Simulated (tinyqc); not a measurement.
Ballistic Schottky-barrier transistor with a one-dimensional channel, WKB contacts: two steps of the calculation.

Source Fermi level 0, drain Fermi level -Vd. Far from the contacts Ec = pn - psi, and the gate moves psi one to one; the band edges relax as exp(-x/lam) from pn at the source and pn - Vd at the drain; Ev = Ec - Eg. A carrier of energy w inside the channel band meets at a contact a barrier of height D (the contact edge beyond the channel edge): T = 1 for w >= D, else exp(-S), S = 4 lam sqrt(m/C) [sqrt(D - w) - sqrt(w) arctan sqrt((D - w)/w)], C = hbar^2/(2 m0). The two contacts combine as Ts Td/(Ts + Td - Ts Td).

Inputs (values chosen for the exercise); channel values close to those of a silicon nanowire with silicide contacts:
- T = 250 K (temperature)
- pn = 0.87 eV (barrier for electrons at both contacts)
- mn = 0.2 m0 (electron mass)
- g = 2 (valleys or subbands)
- lam = 4.6 nm (screening length at the contacts)
- Vd = 0.1 V (drain bias)
- ps = 0.78 V (band shift psi of the channel by the gate)
- w0 = 0.43 eV (energy of one carrier inside the channel band)
- wm = 0.93 eV (upper end of the grid)
- nE = 17 (points of the grid)

Constants: q = 1.602176634e-19 C, kB = 1.380649e-23 J/K, hbar = 1.054571817e-34 J s, h = 6.62607015e-34 J s, m0 = 9.1093837015e-31 kg, Vt = kB T/q, hbar^2/(2 m0) = 0.0380998212 eV nm^2. Results are converted to the units shown.

Task 1. Transmission of one of the electrons. S and T at both contacts for w = w0, and the tunnelling distance lam ln(D/w) at the higher barrier.

D for electrons (eV): source 0.78000000, drain 0.68000000

Find: S at the source; S at the drain; combined T; tunnelling distance.

Result 1.

S at the source = 4.6489
S at the drain = 3.0697
combined T = 0.0079997
tunnelling distance = 2.7393 nm

Task 2. Current of the electrons on a coarse grid. I = g (2 q^2/h) int T(w) [f(Es + w) - f(Ed + w)] dw, f(y) = 1/(1 + exp(y/Vt)). Electrons: Ds = psi, Dd = psi - Vd, Es = Ec, Ed = Ec + Vd. Holes: Ds = -psi, Dd = Vd - psi, Es = -Ev, Ed = -Ev - Vd. The size of each current is taken; both flow from drain to source and add. Simpson's rule on nE equally spaced w from 0 to wm.

Find: w; Ts; Td; T; size of the supply difference; current.

Result 2.

```
point  w (eV)         Ts         Td          T  size of the supply difference
0      0.0000  6.765e-17  7.986e-16  6.237e-17                        0.01496
1      0.0581  1.437e-10   1.534e-9  1.314e-10                       0.001022
2      0.1163   2.601e-8   2.500e-7   2.356e-8                       6.886e-5
3      0.1744   9.907e-7   8.528e-6   8.876e-7                       4.637e-6
4      0.2325   1.665e-5   1.276e-4   1.473e-5                       3.122e-7
5      0.2906   1.643e-4   0.001113   1.432e-4                       2.102e-8
6      0.3488   0.001100   0.006536   9.427e-4                       1.416e-9
7      0.4069   0.005444    0.02804   0.004580                      9.533e-11
8      0.4650    0.02098    0.09248    0.01740                      6.419e-12
9      0.5231    0.06525     0.2415    0.05415                      4.323e-13
10     0.5813     0.1674     0.5056     0.1438                      2.911e-14
11     0.6394     0.3582     0.8408     0.3355                      1.960e-15
12     0.6975     0.6401      1.000     0.6401                      1.320e-16
13     0.7556     0.9329      1.000     0.9329                      8.887e-18
14     0.8137      1.000      1.000      1.000                      5.984e-19
15     0.8719      1.000      1.000      1.000                      4.029e-20
16     0.9300      1.000      1.000      1.000                      2.713e-21
```

current = 1.388e-10 uA

Range of the model: No scattering, image-force lowering, channel charge or band-to-band tunnelling; parabolic kappa overstates S deep in the gap.

Numbers from tinyqc (`OMP_NUM_THREADS=1 python tinyqc.py 2390018 2390019 out.jsonl`; about 0.04 s on one thread of a shared Intel Xeon 2.30GHz).
